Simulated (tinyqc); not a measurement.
## Tunnelling through a gate dielectric, WKB transmission and Tsu-Esaki current: current against voltage

Electrons leave the emitter at x = 0. Energies E (motion across the layers) are in eV from the emitter Fermi level; the collector Fermi level lies at -V and offers states at every E. No charge in the dielectric and no image force: F1 = V/t1, U = phi1 - F1 x. With C = hbar^2/(2 m0), kappa = sqrt(m (U - E)/C) where U > E and 0 elsewhere; T(E) = exp(-S), S = 2 times the integral of kappa over x.

Each layer adds (2/F) sqrt(m/C) [G(u at its left edge) - G(u at its right edge)] to S, with u = U - E (0 where negative) and G(u) = (2/3) u^1.5. J = J0 times the integral of T(E) N(E) dE, N = ln[(1 + exp(-E/Vt))/(1 + exp((-E - V)/Vt))], J0 = q^2 me m0 kB T/(2 pi^2 hbar^3) (times 1e-4 for A/cm^2 per eV), from E = -Ef to far above the barrier (T = 1 there), by quadrature converged to the digits shown. The share over the barrier is that of energies above the highest band edge; 0 means below 1e-6 %.

Values chosen for this exercise; dielectric values close to those of silicon dioxide: temperature T = 350 K; Fermi energy of the emitter above its band bottom Ef = 4.1 eV; emitter mass in the supply function me = 0.72 m0; barrier of layer 1 above the emitter Fermi level at zero bias phi1 = 3.13 eV; tunnelling mass of layer 1 m1 = 0.52 m0; thickness of layer 1 t1 = 7.8 nm.

Constants: q = 1.602176634e-19 C, kB = 1.380649e-23 J/K, hbar = 1.054571817e-34 J s, m0 = 9.1093837015e-31 kg, Vt = kB T/q, hbar^2/(2 m0) = 0.0380998212 eV nm^2. Results are converted to the units shown.

Current against voltage:
```
V (V)  S at E = 0   T(E = 0)  J (A/cm^2)  mean E of the current (eV)  share over the barrier (%)
0.2         100.3  2.715e-44   1.806e-36                   -0.005451                       0.499
1.04        92.95  4.278e-41   2.730e-33                    -0.03969                     3.30e-4
1.88        84.61  1.798e-37   1.093e-29                   -0.003107                           0
2.71        74.65  3.800e-33   3.504e-25                      0.2751                           0
3.55        59.93  9.369e-27   7.676e-19                      0.1251                           0
4.39        48.46  8.955e-22   5.120e-14                     0.02197                           0
5.23        40.68  2.151e-18   1.242e-10                    -0.02391                           0
6.06        35.11  5.654e-16    3.637e-8                    -0.05498                           0
6.9         30.83  4.061e-14    3.007e-6                    -0.08050                           0
```

What does the table show?

J rises from 1.81e-36 to 3.01e-6 A/cm^2, by 3.79 decades a volt between the first two rows and 2.28 between the last two. From V = 3.55 V on (among the rows) a band edge falls below the emitter Fermi level, so electrons at E = 0 no longer cross the full thickness.

Computed by the program tinyqc: `OMP_NUM_THREADS=1 python tinyqc.py 2540023 2540024 out.jsonl`, one thread of a shared Intel Xeon 2.30GHz, about 0.02 s for the whole run.
